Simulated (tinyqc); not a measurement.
Band bending at a free surface with a continuum of surface states, surface photovoltage and Kelvin probe: two steps of the calculation.

n-type bulk, xi = Ec - EF = Vt ln(Nc/Nd), p0 = ni^2/Nd, ni = sqrt(Nc Nv) exp(-Eg/(2 Vt)), Eg in volts. b is the upward band bending, u = b/Vt. Space charge per area, in units of q: Qc = sign(b) sqrt((2 eps0 eps_r Vt/q) [(Nd + dn)(exp(-u) - 1) + Nd u + (p0 + dn)(exp(u) - 1)]), with dn the excess density under light (flat quasi-Fermi levels; 0 in the dark). The states hold -Ds (E0 - xi - b): negative while the Fermi level lies above the neutrality level. Neutrality: Qc + Qf + (charge of the states) = 0.

Parameters, values chosen for the exercise; band and dielectric values close to those of gallium nitride:
- T = 350 K (temperature)
- Eg = 3.36 eV (band gap)
- eps_r = 9.68 (relative permittivity)
- Nc = 2.86e18 cm^-3 (conduction-band density of states at T)
- Nv = 5.73e19 cm^-3 (valence-band density of states at T)
- Nd = 1.2e15 cm^-3 (donor density)
- Qf = 1.9e10 cm^-2 (fixed positive charge at the surface)
- Ds = 6.8e11 cm^-2 eV^-1 (density of surface states)
- E0 = 1.11 eV (depth of their neutrality level below the conduction edge)
- dn = 1e13 cm^-3 (excess carrier density under light)

Constants: q = 1.602176634e-19 C, kB = 1.380649e-23 J/K, Vt = kB T/q, eps0 = 8.8541878128e-14 F/cm where lengths are in cm. Results are converted to the units shown.

Problem 1. Band bending in the dark. Newton step: b(new) = b - (Qc + Qf - Ds (E0 - xi - b))/(dQc/db + Ds), dQc/db = (eps0 eps_r/q) [Nd (1 - exp(-u)) + p0 exp(u)]/Qc.

b at the start = 0.7 V

Give: b after iteration 1.

Solution 1.

b after iteration 1 = 0.71012 V

Problem 2. Surface photovoltage. Under chopped light the surface charge keeps its dark value, so b falls to bL with Qc(bL, dn) = Qc(b, 0); the photovoltage is b - bL. Qc rises with b, so bL follows by bisection.

converged b = 0.71011923 V

Give: bL; photovoltage; share of b removed; excess holes at the surface, dn exp(bL/Vt).

Solution 2.

bL = 0.22802 V
photovoltage = 482.10 mV
share of b removed = 67.890 %
excess holes at the surface, dn exp(bL/Vt) = 1.9201e16 cm^-3

Numbers from tinyqc (`OMP_NUM_THREADS=1 python tinyqc.py 2430033 2430034 out.jsonl`; about 0.01 s on one thread of a shared Intel Xeon 2.30GHz).
